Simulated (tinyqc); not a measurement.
Anisotropic elasticity and sound waves of a cubic crystal: one step, computed by the program tinyqc. Command: `OMP_NUM_THREADS=1 python tinyqc.py 3031217 3031218 out.jsonl cubicelastic walk`. One thread of a shared host (Intel(R) Xeon(R) Processor @ 2.30GHz), about 0.01 s of CPU time with the checks.

Voigt order 1..6 = xx, yy, zz, yz, xz, xy, with engineering shear strains. The rotated frame has x' as named, z' along the wafer normal and y' = z' x x'.

Problem. Compliances and anisotropy. S11 = (C11 + C12)/D, S12 = -C12/D, D = (C11 - C12)(C11 + 2 C12), S44 = 1/C44. Zener ratio A = 2 C44/(C11 - C12); S0 = S11 - S12 - S44/2; H = 2 C44 + C12 - C11.

Inputs (values chosen for the exercise, modelled on gold): C11 = 194.7 GPa; C12 = 160.7 GPa; C44 = 41.44 GPa.

Frame: (113) wafer, x' along [1-10].

Give: S11; S12; S44; Zener ratio A; S0; H.

Solution.

S11 = 20.254 1/TPa

S12 = -9.1581 1/TPa

S44 = 24.131 1/TPa

Zener ratio A = 2.4376

S0 = 17.346 1/TPa

H = 48.88 GPa
